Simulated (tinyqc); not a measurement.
Worked calculation: buckled dimers of a reconstructed (001) surface, two dangling bonds a dimer. Values are carried at full precision from step to step, so a last printed digit may differ when a step is redone from the rounded ones.

In a dimer one atom moves up by z and the other down by z; the dangling bond of the up atom (more s-like) falls by gm z and that of the down atom rises by gm z. With all dimers tilted alike: H(k) = [[-gm z - 2 ta cos k, -tp - 2 tx cos k], [., gm z - 2 ta cos k]], k along the row in 1/a. Two electrons a dimer fill the lowest N of the 2N levels on the mesh k_j = (j + 1/2) pi/N. Total energy a dimer: W(z) = (2/N) sum of the filled levels + kf z^2. Repulsion between electrons is left out.

Constants: kB = 8.617333262e-05 eV/K.

Inputs chosen for the exercise (of the size met on Ge(001); the results hold for these values, not for the real material):
- tp = 0.16 eV (pi coupling inside a dimer)
- ta = 0.16 eV (coupling between like atoms along the row)
- tx = 0.03 eV (diagonal coupling along the row)
- gm = 1.67 eV/angstrom (shift of a dangling bond with height)
- z = 0.08 angstrom (a trial buckling)
- k = 0.26 pi/a (wave vector along the row)
- kf = 6.6 eV/angstrom^2 (force constant of buckling)
- N = 8 (k points)

## One k point at the trial buckling

Form H, its levels and the weight of the lower one on the up atom, (1 + gm z/sqrt((gm z)^2 + h^2))/2 with h the off-diagonal element; k is given in pi/a.

H (eV):
```
           up     down
up    -0.3527  -0.2011
down  -0.2011  -0.0855
```

levels (eV): -0.4605  0.0224

weight on the up atom = 0.7767

## The bands on the mesh

Both levels at each k_j for the trial z, and W(z).

Levels (eV):
```
j  k (pi/a)    lower    upper
0    0.0625  -0.5703  -0.0574
1    0.1875  -0.5149  -0.0173
2    0.3125  -0.4128   0.0572
3    0.4375  -0.2800   0.1551
4    0.5625  -0.1372   0.2620
5    0.6875  -0.0063   0.3619
6    0.8125   0.0929   0.4392
7    0.9375   0.1463   0.4814
```

band energy = -0.4990 eV
elastic energy = 0.0422 eV
W = -0.4568 eV

The bands overlap on this mesh, so some upper levels are filled.

## An isolated dimer

For ta = tx = 0, W = -2 sqrt(tp^2 + (gm z)^2) + kf z^2. It buckles if gm^2/kf > tp; then sqrt(tp^2 + (gm z)^2) = gm^2/kf, the gap is twice that, and the gain is (gm^2/kf - tp)^2 kf/gm^2.

gm^2/kf = 0.4226 eV
buckling z = 0.2342 angstrom
gap = 0.8451 eV
gain = 0.1631 eV

The pi bond is too weak to resist: the dimer tilts and charge moves to the up atom.

## The row at its minimum

Minimise W over z from 0 to 1 angstrom. Gap: lowest upper level less highest lower level on 201 points from 0 to pi (negative: overlap). Charge moved to the up atom: the mean of gm z/sqrt((gm z)^2 + h^2) over the mesh, valid for a full lower band.

z = 0.2334 angstrom
gain over flat dimers = 0.0279 eV

gap (eV): flat -0.3200, at the minimum 0.2100

charge moved = 0.922 e

Buckling turns overlapping bands into a gap, as one-electron models find for Si(001). Per dimer, the gain is also the barrier for flipping the whole row together in this picture, 1.1 kT at 300 K.

## Checks

- Buckling of an isolated dimer from the formula against numerical minimisation: both 0.2342.

Program tinyqc; command `OMP_NUM_THREADS=1 python tinyqc.py 1482106 1482107 out.jsonl`; about 0.02 s on one thread of a shared Intel(R) Xeon(R) Processor @ 2.30GHz.
